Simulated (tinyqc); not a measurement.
Changing the width sigma_m of the model charge: correction of a charged-defect supercell by a model charge and potential alignment (plane-averaged potentials). Computed by tinyqc, a small Python program. Command: `OMP_NUM_THREADS=1 python tinyqc.py 3110869 3110870 out.jsonl align sweep`. One thread of a shared host (Intel(R) Xeon(R) Processor @ 2.30GHz), about 0.02 s of CPU time with the checks.

The "true" defect charge is (1 - x) q in a Gaussian of width sigma plus x q in one of width sigma_t, so the exact answer is known; the correction sees only a single model Gaussian of width sigma_m. A Gaussian of width s has the transform rho(G) = exp(-G^2 s^2/2), normalised to 1. A uniform background cancels q, so G = 0 is left out. Potentials are those felt by a unit positive charge. E_0 is the formation energy of the isolated defect, E_cell its value in the supercell, E_lat = E_iso - E_per of the model charge, C the true less the model potential far from the defect; the exact correction is E_0 - E_cell, and the error of a scheme is E_cell plus its correction less E_0.

Inputs (values chosen for the exercise, with screening close to that of HfO2):
```
quantity                                     value      unit
defect charge q                                  2         e
dielectric constant eps                       22.3         -
edge of the cubic cell L                      14.9  angstrom
width sigma of the true defect charge          1.4  angstrom
share x of the charge in a wide tail          0.13         -
width sigma_t of the tail                      2.7  angstrom
formation energy of the isolated defect E_0   5.86        eV
```

Constants: e^2/(4 pi eps_0) = 14.39964548 eV angstrom.

Method:
- Periodic energy E_per = (2 pi q^2/(eps L^3)) (e^2/(4 pi eps_0)) sum_(G != 0) rho(G)^2/G^2, G = (2 pi/L)(n1, n2, n3), |n_i| <= 16. Isolated energy: two Gaussians of charges q_a, q_b and widths a, b interact by q_a q_b (e^2/(4 pi eps_0 eps)) sqrt(2/pi)/sqrt(a^2 + b^2), and the self-energy is half the sum over pairs.
- Supercell value E_cell = E_0 + E_per - E_iso for the true charge.
- E_lat = E_iso - E_per for the model charge; point-charge value alpha q^2 e^2/(4 pi eps_0 eps 2 L) with alpha = 2.837297.
- Plane-averaged potential at distance z from the defect: V(z) = (4 pi q/(eps L^3)) (e^2/(4 pi eps_0 e)) sum_(m != 0) rho(G_m) cos(G_m z)/G_m^2, G_m = 2 pi m/L, |m| <= 40.
- C = difference at z = L/2; E_corr = E_cell + E_lat - q C. For charges that have died out at L/2, C = (2 pi q/(eps L^3)) (e^2/(4 pi eps_0 e)) (<s^2> - sigma_m^2), <s^2> = (1 - x) sigma^2 + x sigma_t^2.

One run for each value; columns: (1) width sigma_m of the model charge (angstrom); (2) E_lat (eV); (3) alignment C (V); (4) error without alignment (meV); (5) error with alignment (rounded to 1e-4 meV) (meV):
```
(1)       (2)         (3)     (4)     (5)
0.75  0.24316   0.0050830  10.255  0.0885
0.90  0.24195   0.0044759   9.040  0.0885
1.10  0.23998   0.0034947   7.078  0.0885
1.20  0.23886   0.0029305   5.950  0.0885
1.40  0.23631   0.0016549   3.398  0.0885
1.50  0.23488   0.0009436   1.976  0.0885
1.70  0.23174  -0.0006261  -1.164  0.0879
1.80  0.23003  -0.0014839  -2.881  0.0865
```

Over the rows, E_lat (eV) falls from 0.243 to 0.230 (exponent d ln y / d ln x -0.027 between the first rows and -0.13 between the last); alignment C (V) falls from 0.00508 to -0.00148; error without alignment (meV) falls from 10.3 to -2.88. E_lat and q C each change with the model width, by 13 and 13 meV over the rows, while the aligned error changes by 0.0 meV.
